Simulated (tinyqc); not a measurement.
Hot electrons in a saturated n-channel MOSFET, lucky-electron model: one step of the calculation.

Beyond pinch-off the lateral field grows as Esat cosh(y/l) over the velocity-saturated region (pseudo-two-dimensional model). Impact ionisation in this region gives the substrate current, which biases the body forward through Rsub. Currents are per width. Local-field laws: they overstate ionisation when the field peak is narrower than an energy relaxation length.

Question. Body bias from the substrate current. Cox = 3.9 eps0/tox. Overdrive g = Vg - VT + kb Vb; Vdsat = g Esat L/(g + Esat L); Id = Cox vs (g - Vdsat); dV = Vd - Id Rd - Vdsat; Em = sqrt((dV/l)^2 + Esat^2); Isub = Id (Ai/Bi) l Em exp(-Bi/Em). Vb(new) = Rsub Isub.

Values chosen for this exercise; values close to those of silicon n-channel devices: channel length L = 0.18 um; oxide thickness tox = 4.7 nm; threshold VT = 0.78 V; saturation velocity vs = 7.9e6 cm/s; ionisation prefactor Ai = 2e6 1/cm; ionisation field Bi = 1.85 MV/cm; resistance of the lightly doped drain Rd = 0 ohm um; substrate resistance Rsub = 2700 ohm um; fall of VT per volt of forward body bias kb = 0.31; drain voltage Vd = 1.7 V; gate voltage Vg = 1.1 V.

Constants: eps0 = 8.8541878128e-14 F/cm where lengths are in cm. Results are converted to the units shown.

Vb at the start = 0 V
l = 26.816040 nm
Esat = 0.049375000 MV/cm

Give: Vdsat; Id; dV; Em; Isub; Vb after iteration 1.

Answer.

Vdsat = 0.2353 V
Id = 49.17 uA/um
dV = 1.465 V
Em = 0.5484 MV/cm
Isub = 2.680 uA/um
Vb after iteration 1 = 0.007236 V

Computed by the program tinyqc: `OMP_NUM_THREADS=1 python tinyqc.py 2550127 2550128 out.jsonl`, one thread of a shared Intel Xeon 2.30GHz, about 0.01 s for the whole run.
